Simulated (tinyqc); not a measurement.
What each parameter does: band-to-band tunnelling across a p-n junction in a two-band chain.

Sites alternate A at -Eg/2 and C at +Eg/2 with hopping -t; near the edges, with k counted from the zone boundary pi/a, E^2 = (Eg/2)^2 + (t a k)^2, so t = sqrt(c Eg/m)/a gives the mass m, c = hbar^2/2m0. In the gap cosh(q a) = 1 + (Eg^2/4 - e^2)/(2 t^2), e the energy from the local mid-gap. The potential is V0 = Eg + ov on the p side (left), 0 on the n side, and falls linearly over the 2N sites of the junction, V_j = V0 (1 - j/(2N + 1)), j = 1 to 2N, site 1 being A. E = Eg/2 + x ov. A half chain that ends on a site of level e1 with neighbour e2 has g = (1 + z)/(E - e1), z = exp(-/+ i k a) the root with Im g < 0, cos(k a) = (E - e1)(E - e2)/(2 t^2) - 1. S_L = t^2 g (ending on C, shifted by V0), S_R = t^2 g (starting on A). T = 4 Im(S_L) Im(S_R) |G_(1,2N)|^2.

Constants: hbar^2/2m0 = 3.80998211 eV angstrom^2.

Values chosen for the exercise (gap and mass near those of Ge (direct gap); shifted at random, so the results belong to these values and not to a real crystal):

| symbol | value | unit | meaning |
|---|---|---|---|
| Eg | 0.817 | eV | gap |
| m | 0.0411 | m0 | mass of electron and light hole |
| a | 5 | angstrom | period (two sites) |
| ov | 0.46 | eV | overlap: top of the valence band on the p side above the conduction edge on the n side |
| Nw | 30 |  | periods in the junction |
| x | 0.72 |  | energy above the n-side conduction edge, as a share of ov |

N = Nw; WKB exponent 2 I/F with I = pi Eg^2/(8 t a), F = V0/((2N + 1) a/2).

Results for these values:

| case | F (MV/cm) | exponent | log10 T of the chain |
|---|---|---|---|
| base | 0.8374 | 7.1938 | -3.0483 |

What happens to each result for ov = 0.51 eV, all else kept?

Answer: F rises from 0.8374 to 0.8702; exponent falls from 7.1938 to 6.9228; log10 T of the chain rises from -3.0483 to -2.9360.

The same for each parameter in turn:

| case | F (MV/cm) | exponent | log10 T of the chain |
|---|---|---|---|
| base | 0.8374 | 7.1938 | -3.0483 |
| Eg = 0.8987 eV | 0.8910 | 7.8004 | -3.3061 |
| m = 0.04521 m0 | 0.8374 | 7.5450 | -3.2022 |
| ov = 0.51 eV | 0.8702 | 6.9228 | -2.9360 |
| Nw = 33 | 0.7624 | 7.9014 | -3.3591 |
| x = 0.31 | 0.8374 | 7.1938 | -3.0638 |
| a = 5.5 angstrom | 0.7613 | 7.9132 | -3.3629 |

(tinyqc, `OMP_NUM_THREADS=1 python tinyqc.py 1480145 1480146 out.jsonl`, Intel(R) Xeon(R) Processor @ 2.30GHz, 1 thread, shared host, about 0.01 s.)
